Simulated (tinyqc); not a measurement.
Trap density from swing and capacitance.

Question. In an MOS structure at one bias the subthreshold swing is S = Vt ln 10 (1 + (Cd + q Dit)/Cox) and 1/C_HF = 1/Cox + 1/Cd, Cox = 3.9 eps0/EOT. Find Cd and Dit.

Inputs (values chosen for the exercise):
- T = 300 K (temperature)
- EOT = 4 nm (equivalent oxide thickness)

Constants: q = 1.602176634e-19 C, kB = 1.380649e-23 J/K, Vt = kB T/q, eps0 = 8.8541878128e-14 F/cm where lengths are in cm. Results are converted to the units shown.

S = 71.431697 mV/decade
C_HF = 61.531600 nF/cm^2

Solution. C_HF gives Cd, and the swing gives Cd + q Dit.

Cd = 66.3 nF/cm^2
Dit = 6.64e11 cm^-2 eV^-1

Numbers from tinyqc (`OMP_NUM_THREADS=1 python tinyqc.py 2030143 2030144 out.jsonl`; about 0.01 s on one thread of a shared Intel Xeon 2.30GHz).
